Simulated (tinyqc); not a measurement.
Modes across the composition range: two-mode optical phonons of a ternary alloy from two coupled oscillators. Computed by tinyqc, a small Python program. Command: `OMP_NUM_THREADS=1 python tinyqc.py 3000412 3000413 out.jsonl twomode walk`. One thread of a shared host (Intel(R) Xeon(R) Processor @ 2.30GHz), about 0.01 s of CPU time with the checks.

An alloy A(x)B(1-x)C has an A-C and a B-C bond oscillator. Each TO frequency moves linearly from the impurity mode (dilute end) to the TO of the pure crystal; each strength is proportional to the number of bonds.

Inputs (values chosen for the exercise, for a model alloy):
```
quantity,value,unit
omega_TO of pure AC,561,1/cm
omega_LO of pure AC,630,1/cm
omega_TO of pure BC,337,1/cm
omega_LO of pure BC,371,1/cm
eps_inf of AC,7.9,-
eps_inf of BC,4.06,-
impurity mode of A in BC,522,1/cm
impurity mode of B in AC,324,1/cm
```

Method:
- omega_1 = (impurity mode of A) + x (omega_TO,AC - impurity mode of A); omega_2 = (impurity mode of B) + (1 - x)(omega_TO,BC - impurity mode of B); eps_inf = x eps_AC + (1 - x) eps_BC; strengths W_1 = x eps_AC (omega_LO,AC^2 - omega_TO,AC^2), W_2 = (1 - x) eps_BC (omega_LO,BC^2 - omega_TO,BC^2).
- eps(omega) = eps_inf + W_1/(omega_1^2 - omega^2) + W_2/(omega_2^2 - omega^2) = 0 is the eigenproblem of the matrix [[omega_1^2 + W_1/eps_inf, sqrt(W_1 W_2)/eps_inf], [sqrt(W_1 W_2)/eps_inf, omega_2^2 + W_2/eps_inf]] for omega_LO^2.
- The polar coupling of mode j is c_j = (u_j . sqrt(W))^2/(eps_inf^2 omega_j^2), u_j its eigenvector and omega_j here its LO frequency; the c_j add up to 1/eps_inf - 1/eps_s. Froehlich constant alpha_j = (e^2/(4 pi eps_0)) c_j k_j/(2 E_j), E_j = h c omega_j, k_j = sqrt(m* E_j/(hbar^2/(2 m_0))).

Frequencies (1/cm):
```
x,"TO, A-C","TO, B-C",lower LO,upper LO,coupling share of the upper LO,eps_s
0.02,522.78,336.74,368.82,526.27,0.08637,5.0290
0.10,525.90,335.70,361.50,541.28,0.33458,5.4592
0.20,529.80,334.40,354.43,556.75,0.52359,5.9898
0.35,535.65,332.45,346.29,575.62,0.69353,6.7707
0.50,541.50,330.50,339.84,591.11,0.80039,7.5344
0.65,547.35,328.55,334.41,604.39,0.87646,8.2814
0.80,553.20,326.60,329.65,616.11,0.93568,9.0124
0.90,557.10,325.30,326.74,623.27,0.96939,9.4910
0.98,560.22,324.26,324.54,628.68,0.99408,9.8690
```

The upper LO moves from 526.3 to 628.7 and the lower from 368.8 to 324.5 per cm. At each dilute end one LO-TO pair closes onto an impurity mode. The upper LO shifts by +0.96 per cm for each per cent of x near the middle, which is how Raman spectra measure composition. Its share of the polar coupling passes one half between x = 0.1 and 0.2.
